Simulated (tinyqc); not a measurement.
Inside a calculation: donors with valley-orbit split 1s states. Values are carried at full precision from step to step, so a last printed digit may differ when a step is redone from the rounded ones.

Each donor binds at most one electron, in any of its states. For a site s, W_s = sum over its states of g exp(E/kT), and the ionised share is 1/(1 + W_s exp(eta)), eta = (EF - Ec)/kT; n = Nc F_1/2(eta); neutrality n + NA = ND x (mean ionised share); holes are neglected. Nc from N = 2 (m kB T/(4 pi c))^(3/2) with c = hbar^2/2m0, in 1/angstrom^3; times 1e24 for 1/cm^3, m = md. F_j(eta) = (1/Gamma(j + 1)) integral_0^infinity x^j dx/(1 + exp(x - eta)), which tends to exp(eta) for eta << 0.

Constants: hbar^2/2m0 = 3.80998211 eV angstrom^2; kB = 8.617333262e-05 eV/K.

Parameters, chosen for this exercise (near those of As in Si; not measured data):
```
symbol  value             unit        meaning
md      1.087             m0          density-of-states mass of the conduction band
E       (54, 33.4, 32.2)  meV         binding energies of 1s(A1), 1s(T2), 1s(E)
g       (2, 6, 4)                     their degeneracies with spin
T       500               K
ND      9.6e+15           1/cm^3      donors
NA      0                 1/cm^3      compensating acceptors, all ionised
mu0     61                cm^2/(V s)  mobility at heavy doping
mu1     1381              cm^2/(V s)  mobility at light doping and 300 K
Nr      8.7e+16           1/cm^3      reference doping
de      0.72                          doping exponent
ga      2.3                           temperature exponent
```

## Partition sums of the neutral donor

Give each term g exp(E/kT), W_s, and the effective degeneracy W_s exp(-E_ground/kT).

Nc = 6.1191e+19 1/cm^3

terms: 1s(A1) 7.004, 1s(T2) 13.03, 1s(E) 8.445

W_s: donor 28.475

effective degeneracy: donor 8.131

The ground state alone would give 2 and all states together 12; here the excited states hold 75 % of the bound electrons.

## Neutrality

Solve for eta.

eta = -8.764
n = 9.56e+15 1/cm^3

ionised share: donor 0.996

n is 0.996 of ND - NA.

## Mobility and resistivity

Mobility (Caughey-Thomas form): mu = mu0 + (mu1 (T/300)^(-ga) - mu0)/(1 + ((ND + NA)/Nr)^de); rho = 1/(e n mu), e = 1.602176634e-19 C.

Compare with full ionisation, n = ND - NA.

mu = 364.5 cm^2/(V s)
rho = 1.79 ohm cm
rho at full ionisation = 1.78 ohm cm

Incomplete ionisation raises rho by a factor 1.

## Checks

- n at ND = 1e13 1/cm^3 against the root of n^2 = (Nc/W)(ND - n) (1/cm^3): both 1.000e+13.

tinyqc: `OMP_NUM_THREADS=1 python tinyqc.py 1681001 1681002 out.jsonl`; about 0.01 s, one thread, shared Intel(R) Xeon(R) Processor @ 2.30GHz.
